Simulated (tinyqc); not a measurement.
FCI on RHF in the 6-31g basis, for H-, spin multiplicity 1, step by step. The basis has no diffuse functions, so it cannot describe the extra electron: this is an exercise in the method, not the real anion. One step of it, computed by the program tinyqc.

Problem. Iteration 9 (converged): orbitals. Diagonalise F' = X^T F X, C = X C', fill 1 alpha and 1 beta electrons from the bottom; D = 2 C_occ C_occ^T. Each column has its largest component positive (the first on a tie).

converged F (hartree):
```
,1H 1s,1H 2s
1H 1s,0.609643,-0.123666
1H 2s,-0.123666,0.101393
```

X:
```
,1H 1s,1H 2s
1H 1s,1.243622,-0.467072
1H 2s,-0.467072,1.243622
```

Give: F' = X^T F X; orbital energies; coefficients C; D after iteration 9.

Solution.

F' = X^T F X (hartree):
```
,1,2
1,1.1087,-0.6313
2,-0.6313,0.4335
```

orbital energies (hartree): MO1 0.0552, MO2 1.4869

coefficients C:
```
,MO1,MO2
1H 1s,0.2386,1.3068
1H 2s,0.8267,-1.0399
```

D after iteration 9:
```
,1H 1s,1H 2s
1H 1s,0.1138,0.3945
1H 2s,0.3945,1.3668
```
